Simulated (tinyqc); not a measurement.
## Tunnel rates from the two plateau currents

Question. With only the 0-1 transition of a spin-degenerate level in the bias window, I = 2 q G_in G_out/(2 G_in + G_out). Find GL and GR.

Constants: q = 1.602176634e-19 C. Results are converted to the units shown.

sizes of the plateau currents for electrons entering from the left and from the right (pA): [84.155852, 98.068715]

Solution. q/I(left) = 1/GR + 1/(2 GL) and q/I(right) = 1/GL + 1/(2 GR) are linear in 1/GL and 1/GR.

GL = 1.100 1/ns
GR = 0.6900 1/ns

Computed by the program tinyqc: `OMP_NUM_THREADS=1 python tinyqc.py 2780001 2780002 out.jsonl`, one thread of a shared Intel Xeon 2.30GHz, about 0.01 s for the whole run.
